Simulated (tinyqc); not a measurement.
Inside a calculation. Method: CCSD on RHF in the sto-3g basis, for BeH+, spin multiplicity 1. Computed by tinyqc, a small Python program that keeps every step (integrals from PySCF). Settings: charge = 1, multiplicity = 1, basis = sto-3g, method = RHF, energy threshold = 1e-10, iteration cap = 59, orthogonalisation = canonical, start = atomic densities, DIIS depth = 6, amplitude equations = CCSD, DIIS depth for amplitudes = 0, cap on updates = 52. Command: `OMP_NUM_THREADS=1 python tinyqc.py 25453 25454 out.jsonl` (the two numbers bound the seeds that draw the settings). One thread of a shared host (Intel(R) Xeon(R) Processor @ 2.60GHz), about 0.2 s of CPU time with the checks. The early iterations of the SCF are left out here.

## One-electron integrals

Geometry (angstrom):
```
atom,x,y,z
Be,0.0000,0.0000,0.0000
H,0.0000,0.0000,1.1940
```

Basis sto-3g: exponents (1/bohr^2) and contraction coefficients of normalised primitives:
```
element,l (shell),exponent,coefficient
Be,s (1),30.1679,0.1543
Be,s (1),5.4951,0.5353
Be,s (1),1.4872,0.4446
Be,s (2),1.3148,-0.1000
Be,s (2),0.3055,0.3995
Be,s (2),0.0994,0.7001
Be,p (3),1.3148,0.1559
Be,p (3),0.3055,0.6077
Be,p (3),0.0994,0.3920
H,s (1),3.4253,0.1543
H,s (1),0.6239,0.5353
H,s (1),0.1689,0.4446
```

Overlap, kinetic and nuclear-attraction integrals over the contracted functions; the nuclear repulsion is the sum of Za Zb / Rab.

nuclear repulsion = 1.772788 hartree

overlap S, lower triangle:
```
,1Be 1s,1Be 2s,1Be 2px,1Be 2py,1Be 2pz,2H 1s
1Be 1s,1.0000
1Be 2s,0.2595,1.0000
1Be 2px,0.0000,0.0000,1.0000
1Be 2py,0.0000,0.0000,0.0000,1.0000
1Be 2pz,0.0000,0.0000,0.0000,0.0000,1.0000
2H 1s,0.0960,0.5199,0.0000,0.0000,0.5621,1.0000
```

kinetic energy T (hartree), lower triangle:
```
,1Be 1s,1Be 2s,1Be 2px,1Be 2py,1Be 2pz,2H 1s
1Be 1s,6.6940
1Be 2s,-0.0330,0.2111
1Be 2px,0.0000,0.0000,0.6606
1Be 2py,0.0000,0.0000,0.0000,0.6606
1Be 2pz,0.0000,0.0000,0.0000,0.0000,0.6606
2H 1s,-0.0154,0.0937,0.0000,0.0000,0.2450,0.7600
```

nuclear attraction V (hartree), lower triangle:
```
,1Be 1s,1Be 2s,1Be 2px,1Be 2py,1Be 2pz,2H 1s
1Be 1s,-15.0043
1Be 2s,-2.0143,-2.7136
1Be 2px,0.0000,0.0000,-2.6507
1Be 2py,0.0000,0.0000,0.0000,-2.6507
1Be 2pz,-0.0227,-0.1661,0.0000,0.0000,-2.7836
2H 1s,-0.7553,-1.4967,0.0000,0.0000,-1.6135,-2.9741
```

core Hamiltonian H = T + V (hartree), lower triangle:
```
,1Be 1s,1Be 2s,1Be 2px,1Be 2py,1Be 2pz,2H 1s
1Be 1s,-8.3103
1Be 2s,-2.0473,-2.5024
1Be 2px,0.0000,0.0000,-1.9901
1Be 2py,0.0000,0.0000,0.0000,-1.9901
1Be 2pz,-0.0227,-0.1661,0.0000,0.0000,-2.1230
2H 1s,-0.7707,-1.4031,0.0000,0.0000,-1.3685,-2.2141
```

## Two-electron integrals

Functions are numbered as in S; the eight-fold symmetry (ij|kl) = (ji|kl) = (kl|ij) leaves the list below.

Two-electron integrals (ij|kl) in chemists' order, unique and non-zero (hartree):
```
i,j,k,l,(ij|kl)
1,1,1,1,2.2988
2,1,1,1,0.3920
2,1,2,1,0.0795
2,2,1,1,0.5710
2,2,2,1,0.1430
2,2,2,2,0.4177
3,1,3,1,0.0146
3,2,3,1,0.0219
3,2,3,2,0.0923
3,3,1,1,0.5696
3,3,2,1,0.1431
3,3,2,2,0.4176
3,3,3,3,0.4499
4,1,4,1,0.0146
4,2,4,1,0.0219
4,2,4,2,0.0923
4,3,4,3,0.0242
4,4,1,1,0.5696
4,4,2,1,0.1431
4,4,2,2,0.4176
4,4,3,3,0.4014
4,4,4,4,0.4499
5,1,5,1,0.0146
5,2,5,1,0.0219
5,2,5,2,0.0923
5,3,5,3,0.0242
5,4,5,4,0.0242
5,5,1,1,0.5696
5,5,2,1,0.1431
5,5,2,2,0.4176
5,5,3,3,0.4014
5,5,4,4,0.4014
5,5,5,5,0.4499
6,1,1,1,0.1446
6,1,2,1,0.0292
6,1,2,2,0.0528
6,1,3,3,0.0524
6,1,4,4,0.0524
6,1,5,1,0.0027
6,1,5,2,0.0049
6,1,5,5,0.0536
6,1,6,1,0.0113
6,2,1,1,0.2722
6,2,2,1,0.0688
6,2,2,2,0.2100
6,2,3,3,0.2030
6,2,4,4,0.2030
6,2,5,1,0.0090
6,2,5,2,0.0494
6,2,5,5,0.2238
6,2,6,1,0.0278
6,2,6,2,0.1430
6,3,3,1,0.0072
6,3,3,2,0.0313
6,3,5,3,0.0092
6,3,6,3,0.0155
6,4,4,1,0.0072
6,4,4,2,0.0313
6,4,5,4,0.0092
6,4,6,4,0.0155
6,5,1,1,0.2666
6,5,2,1,0.0683
6,5,2,2,0.2191
6,5,3,3,0.2063
6,5,4,4,0.2063
6,5,5,1,0.0151
6,5,5,2,0.0781
6,5,5,5,0.2444
6,5,6,1,0.0292
6,5,6,2,0.1716
6,5,6,5,0.2165
6,6,1,1,0.4357
6,6,2,1,0.1122
6,6,2,2,0.3761
6,6,3,3,0.3495
6,6,4,4,0.3495
6,6,5,1,0.0197
6,6,5,2,0.1290
6,6,5,5,0.4291
6,6,6,1,0.0472
6,6,6,2,0.3092
6,6,6,5,0.3980
6,6,6,6,0.7746
```

## Orthogonalisation

S = U s U^T; canonical form X = U s^(-1/2), so that X^T S X = 1. Each column of U has its largest component positive (the first on a tie).

eigenvalues of S: 0.2297  0.7926  1.0000  1.0000  1.1637  1.8140

X:
```
,1,2,3,4,5,6
1Be 1s,0.1687,0.8162,0.0000,0.0000,0.5909,0.1803
1Be 2s,-1.0390,-0.5883,0.0000,0.0000,0.4316,0.3793
1Be 2px,0.0000,0.0000,0.9991,-0.0421,0.0000,0.0000
1Be 2py,0.0000,0.0000,0.0421,0.9991,0.0000,0.0000
1Be 2pz,-1.0619,0.4685,0.0000,0.0000,-0.5464,0.3479
2H 1s,1.4552,-0.1728,0.0000,0.0000,-0.1591,0.5038
```

Within a degenerate level the vectors are fixed only up to a rotation; this is one choice.

## Starting guess

The start is atomic minimal-basis densities projected into this basis (PySCF's MINAO start) and scaled to the electron count of each spin; this density is not idempotent, so its energy is not variational and may lie below the converged one.

D at the start, lower triangle:
```
,1Be 1s,1Be 2s,1Be 2px,1Be 2py,1Be 2pz,2H 1s
1Be 1s,1.7268
1Be 2s,-0.4296,1.6764
1Be 2px,0.0000,0.0000,0.0000
1Be 2py,0.0000,0.0000,0.0000,0.0000
1Be 2pz,0.0065,-0.0112,0.0000,0.0000,0.0018
2H 1s,-0.0169,0.1030,0.0000,0.0000,0.0337,0.6761
```

## Iteration 8 (converged): orbitals

converged F (hartree), lower triangle:
```
,1Be 1s,1Be 2s,1Be 2px,1Be 2py,1Be 2pz,2H 1s
1Be 1s,-5.0287
1Be 2s,-1.4147,-0.8896
1Be 2px,0.0000,0.0000,-0.1509
1Be 2py,0.0000,0.0000,0.0000,-0.1509
1Be 2pz,0.0154,-0.1716,0.0000,0.0000,-0.3743
2H 1s,-0.5297,-0.6549,0.0000,0.0000,-0.4957,-0.6590
```

Diagonalise F' = X^T F X, C = X C', fill 2 alpha and 2 beta electrons from the bottom; D = 2 C_occ C_occ^T. Each column has its largest component positive (the first on a tie).

F' = X^T F X (hartree), lower triangle:
```
,1,2,3,4,5,6
1,0.4433
2,-0.1796,-2.1985
3,0.0000,0.0000,-0.1509
4,0.0000,0.0000,0.0000,-0.1509
5,-0.0818,-2.1205,0.0000,0.0000,-2.5975
6,-0.0321,-0.8744,0.0000,0.0000,-1.0548,-1.2614
```

orbital energies (hartree): MO1 -5.0316, MO2 -0.7722, MO3 -0.2686, MO4 -0.1509, MO5 -0.1509, MO6 0.4583

coefficients C:
```
,MO1,MO2,MO3,MO4,MO5,MO6
1Be 1s,0.9929,-0.1963,-0.1999,0.0000,0.0000,0.1095
1Be 2s,0.0258,0.5036,0.7743,0.0000,0.0000,-0.9497
1Be 2px,0.0000,0.0000,0.0000,0.7935,0.6086,0.0000
1Be 2py,0.0000,0.0000,0.0000,-0.6086,0.7935,0.0000
1Be 2pz,-0.0025,0.3026,-0.6410,0.0000,0.0000,-1.1244
2H 1s,0.0004,0.5025,-0.1979,0.0000,0.0000,1.4612
```

D after iteration 8, lower triangle:
```
,1Be 1s,1Be 2s,1Be 2px,1Be 2py,1Be 2pz,2H 1s
1Be 1s,2.0490
1Be 2s,-0.1465,0.5085
1Be 2px,0.0000,0.0000,0.0000
1Be 2py,0.0000,0.0000,0.0000,0.0000
1Be 2pz,-0.1239,0.3047,0.0000,0.0000,0.1832
2H 1s,-0.1966,0.5061,0.0000,0.0000,0.3041,0.5049
```

Within a degenerate level the vectors are fixed only up to a rotation; this is one choice.

## Convergence

Stop when the energy changes by less than 1e-10 hartree and every element of the error matrix X^T (F D S - S D F) X is below 3e-06.

Course of the cycle:
```
iteration,E (hartree),change,largest element of the error matrix
1,-12.669087,-,4.25e-01
2,-14.639052,-1.97e+00,1.02e-01
3,-14.654660,-1.56e-02,2.47e-02
4,-14.656941,-2.28e-03,8.59e-03
5,-14.657242,-3.01e-04,7.21e-04
6,-14.657244,-1.70e-06,3.34e-05
7,-14.657244,-1.71e-09,2.32e-06
8,-14.657244,-1.27e-11,1.19e-07
```

PySCF RHF in the same basis = -14.657244 hartree

Converged in 8 iterations.

## Populations, bond orders and dipole

Mulliken: Z minus the diagonal of D S on the atom; Loewdin: the same with S^(1/2) D S^(1/2); Mayer order: 2 sum_s sum (D(s) S)_ij (D(s) S)_ji over the two atoms.

Charges (e):
```
atom,Mulliken,Loewdin
1Be,0.9201,0.9468
2H,0.0799,0.0532
```

Mayer bond orders:
```
pair,order
2-1,0.9936
```

dipole moment about the origin, x y z (debye): 0.0000  0.0000  -2.9042

## Integrals over molecular orbitals

(pq|rs) = sum C_ip C_jq C_kr C_ls (ij|kl), one index at a time.

one-electron integrals over orbitals h = C^T H C (hartree), lower triangle:
```
,1,2,3,4,5,6
1,-8.3006
2,0.1662,-2.3256
3,0.2082,0.0248,-1.9766
4,0.0000,0.0000,0.0000,-1.9901
5,0.0000,0.0000,0.0000,0.0000,-1.9901
6,-0.0601,0.0977,-0.0221,0.0000,0.0000,-1.5470
```

Two-electron integrals over orbitals (pq|rs), unique and non-zero (hartree):
```
p,q,r,s,(pq|rs)
1,1,1,1,2.2755
2,1,1,1,-0.1703
2,1,2,1,0.0223
2,2,1,1,0.5079
2,2,2,1,0.0041
2,2,2,2,0.5600
3,1,1,1,-0.1728
3,1,2,1,0.0160
3,1,2,2,-0.0207
3,1,3,1,0.0279
3,2,1,1,0.0279
3,2,2,1,-0.0059
3,2,2,2,-0.0645
3,2,3,1,0.0025
3,2,3,2,0.0275
3,3,1,1,0.5592
3,3,2,1,-0.0148
3,3,2,2,0.3225
3,3,3,1,0.0050
3,3,3,2,0.0232
3,3,3,3,0.4773
4,1,4,1,0.0156
4,2,4,1,0.0132
4,2,4,2,0.0430
4,3,4,1,0.0141
4,3,4,2,0.0299
4,3,4,3,0.0530
4,4,1,1,0.5692
4,4,2,1,-0.0065
4,4,2,2,0.3797
4,4,3,1,-0.0060
4,4,3,2,0.0131
4,4,3,3,0.4017
4,4,4,4,0.4499
5,1,5,1,0.0156
5,2,5,1,0.0132
5,2,5,2,0.0430
5,3,5,1,0.0141
5,3,5,2,0.0299
5,3,5,3,0.0530
5,4,5,4,0.0242
5,5,1,1,0.5692
5,5,2,1,-0.0065
5,5,2,2,0.3797
5,5,3,1,-0.0060
5,5,3,2,0.0131
5,5,3,3,0.4017
5,5,4,4,0.4014
5,5,5,5,0.4499
6,1,1,1,0.0874
6,1,2,1,-0.0158
6,1,2,2,-0.0113
6,1,3,1,-0.0019
6,1,3,2,0.0055
6,1,3,3,0.0170
6,1,4,4,0.0012
6,1,5,5,0.0012
6,1,6,1,0.0170
6,2,1,1,-0.0973
6,2,2,1,0.0047
6,2,2,2,0.0811
6,2,3,1,0.0038
6,2,3,2,-0.0438
6,2,3,3,-0.0249
6,2,4,4,-0.0424
6,2,5,5,-0.0424
6,2,6,1,4.82e-04
6,2,6,2,0.1209
6,3,1,1,0.0453
6,3,2,1,-0.0050
6,3,2,2,-0.0572
6,3,3,1,0.0063
6,3,3,2,0.0227
6,3,3,3,0.0582
6,3,4,4,0.0120
6,3,5,5,0.0120
6,3,6,1,0.0077
6,3,6,2,-0.0421
6,3,6,3,0.0444
6,4,4,1,-0.0096
6,4,4,2,-0.0307
6,4,4,3,-0.0168
6,4,6,4,0.0279
6,5,5,1,-0.0096
6,5,5,2,-0.0307
6,5,5,3,-0.0168
6,5,6,5,0.0279
6,6,1,1,0.5260
6,6,2,1,0.0006
6,6,2,2,0.5456
6,6,3,1,-0.0155
6,6,3,2,-0.0603
6,6,3,3,0.3548
6,6,4,4,0.3828
6,6,5,5,0.3828
6,6,6,1,-0.0055
6,6,6,2,0.1076
6,6,6,3,-0.0521
6,6,6,6,0.5766
```

## CCSD: starting amplitudes

t_ij^ab = <ij||ab> / (e_i + e_j - e_a - e_b), whose energy is MP2.

Starting amplitudes (spin orbitals 1a, 1b, ...; amplitudes related by a flip of all spins are not repeated):
```
from,to,t
2a 2b,6a 6b,-0.0491
2a 2b,4a 4b,-0.0346
2a 2b,5a 5b,-0.0346
2a 2b,3a 3b,-0.0273
2a 2b,3a 6b,0.0253
1a 1b,3a 3b,-0.0029
1a 2b,4a 4b,-0.0024
1a 2b,5a 5b,-0.0024
1a 1b,4a 4b,-0.0016
1a 1b,5a 5b,-0.0016
1a 1b,6a 6b,-0.0015
1a 2b,3b 6a,0.0009
1a 2b,3a 6b,-0.0006
1a 2b,3a 3b,-4.74e-04
1a 2a,3a 6a,2.90e-04
1a 1b,3a 6b,1.90e-04
1a 2b,6a 6b,-7.17e-05
```

correlation energy = -0.012179 hartree

## CCSD: amplitude update 1

t_i^a D_i^a and t_ij^ab D_ij^ab are set to the remaining terms of the spin-orbital equations, evaluated with the old amplitudes; for the doubles these are <ij||ab> + 1/2 <ab||ef> t_ij^ef + 1/2 <mn||ij> t_mn^ab + P(ij)P(ab) <mb||ej> t_im^ae + terms in t^2 + terms with t1, D the orbital-energy denominators.

Amplitudes after update 1 (spin orbitals 1a, 1b, ...; amplitudes related by a flip of all spins are not repeated):
```
from,to,t
2a 2b,6a 6b,-0.0640
2a 2b,4a 4b,-0.0422
2a 2b,5a 5b,-0.0422
2a 2b,3a 6b,0.0361
2a 2b,3a 3b,-0.0329
2a,3a,0.0091
1a 1b,3a 3b,-0.0027
1a 2b,4a 4b,-0.0026
1a 2b,5a 5b,-0.0026
1a 1b,4a 4b,-0.0015
1a 1b,5a 5b,-0.0015
1a 1b,6a 6b,-0.0013
1a 2b,3b 6a,0.0011
1a 2b,3a 6b,-0.0007
2a,6a,0.0006
1a 2b,3a 3b,-4.26e-04
1a 2a,3a 6a,3.40e-04
1a,3a,2.25e-04
1a,6a,-1.49e-04
1a 2b,6a 6b,-1.48e-04
1a 1b,3a 6b,6.50e-05
```

correlation energy = -0.015742 hartree

## CCSD: amplitude update 2

As before.

Amplitudes after update 2 (spin orbitals 1a, 1b, ...; amplitudes related by a flip of all spins are not repeated):
```
from,to,t
2a 2b,6a 6b,-0.0683
2a 2b,4a 4b,-0.0440
2a 2b,5a 5b,-0.0440
2a 2b,3a 6b,0.0408
2a 2b,3a 3b,-0.0369
2a,3a,0.0161
1a 1b,3a 3b,-0.0027
1a 2b,4a 4b,-0.0026
1a 2b,5a 5b,-0.0026
1a 1b,4a 4b,-0.0015
1a 1b,5a 5b,-0.0015
2a,6a,0.0014
1a 1b,6a 6b,-0.0013
1a 2b,3b 6a,0.0011
1a 2b,3a 6b,-0.0008
1a 2b,3a 3b,-4.51e-04
1a 2a,3a 6a,3.90e-04
1a,3a,2.17e-04
1a,6a,-2.06e-04
1a 2b,6a 6b,-1.74e-04
1a 1b,3a 6b,3.98e-05
```

correlation energy = -0.016931 hartree

## CCSD: convergence

E_corr = 1/4 sum <ij||ab> t_ij^ab + 1/2 sum <ij||ab> t_i^a t_j^b; stop when the norm of the change is below 1e-8.

Course of the amplitude iterations:
```
update,correlation energy (hartree),norm of the change
0,-0.012179,-
1,-0.015742,5.09e-02
2,-0.016931,2.09e-02
3,-0.017373,1.13e-02
4,-0.017562,7.02e-03
5,-0.017655,4.55e-03
6,-0.017707,2.98e-03
7,-0.017738,1.95e-03
8,-0.017757,1.29e-03
9,-0.017770,8.46e-04
10,-0.017778,5.57e-04
11,-0.017783,3.66e-04
12,-0.017787,2.41e-04
13,-0.017789,1.59e-04
...,...,...
24,-0.017793,1.59e-06
25,-0.017794,1.05e-06
26,-0.017794,6.90e-07
27,-0.017794,4.54e-07
28,-0.017794,2.99e-07
29,-0.017794,1.97e-07
30,-0.017794,1.29e-07
31,-0.017794,8.51e-08
32,-0.017794,5.60e-08
33,-0.017794,3.69e-08
34,-0.017794,2.43e-08
35,-0.017794,1.60e-08
36,-0.017794,1.05e-08
37,-0.017794,6.92e-09
```

Converged amplitudes (spin orbitals 1a, 1b, ...; amplitudes related by a flip of all spins are not repeated):
```
from,to,t
2a 2b,6a 6b,-0.0691
2a 2b,3a 6b,0.0463
2a 2b,3a 3b,-0.0456
2a 2b,4a 4b,-0.0448
2a 2b,5a 5b,-0.0448
2a,3a,0.0305
2a,6a,0.0029
1a 2b,4a 4b,-0.0027
1a 2b,5a 5b,-0.0027
1a 1b,3a 3b,-0.0026
1a 1b,4a 4b,-0.0015
1a 1b,5a 5b,-0.0015
1a 1b,6a 6b,-0.0013
1a 2b,3b 6a,0.0013
1a 2b,3a 6b,-0.0008
1a 2b,3a 3b,-0.0005
1a 2a,3a 6a,4.98e-04
1a,6a,-2.99e-04
1a 2b,6a 6b,-2.29e-04
1a,3a,1.30e-04
1a 1b,3a 6b,-1.04e-05
```

CCSD total energy = -14.675038 hartree

T1 diagnostic, norm of the one-spin t1 over sqrt(correlated electrons) = 0.0153

Converged in 37 updates.
